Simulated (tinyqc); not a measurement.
Inversion-layer mobility, back-scattering and ballistic limit of a field-effect transistor: one step, computed by the program tinyqc. Command: `OMP_NUM_THREADS=1 python tinyqc.py 3026159 3026160 out.jsonl mos walk`. One thread of a shared host (Intel(R) Xeon(R) Processor @ 2.30GHz), about 0.01 s of CPU time with the checks.

The charge at the top of the source barrier is fixed by the gate; series resistance and short-channel effects are left out. F_j are Fermi integrals normalised to exp(eta) in the classical limit.

Question. Effective mobility. mu_phonon = mu_ph (E_eff/1 MV/cm)^(-0.3) (T/300 K)^(-1.75); mu_rough = mu_sr (E_eff/1 MV/cm)^(-2); mu_Coulomb = mu_C (N_inv/1e12 cm^-2) (T/300 K); Matthiessen's rule adds 1/mu.

Inputs (values chosen for the exercise, modelled on a silicon p-channel):
```
quantity                                     value        unit
phonon mobility at 1 MV/cm and 300 K, mu_ph     95  cm^2/(V s)
roughness mobility at 1 MV/cm, mu_sr           170  cm^2/(V s)
Coulomb mobility at N_inv = 1e12/cm^2, mu_C    280  cm^2/(V s)
temperature T                                  300           K
```

Statistics at the top of the barrier: Fermi-Dirac.

inversion density N_inv = 4.427054e+12 1/cm^2

effective field E_eff = 0.8157050 MV/cm

Give: phonon part; roughness part; Coulomb part; effective mobility mu.

Answer.

phonon part = 101.0 cm^2/(V s)

roughness part = 255.5 cm^2/(V s)

Coulomb part = 1240 cm^2/(V s)

effective mobility mu = 68.39 cm^2/(V s)

The phonon part is the lowest and holds 68 % of 1/mu.
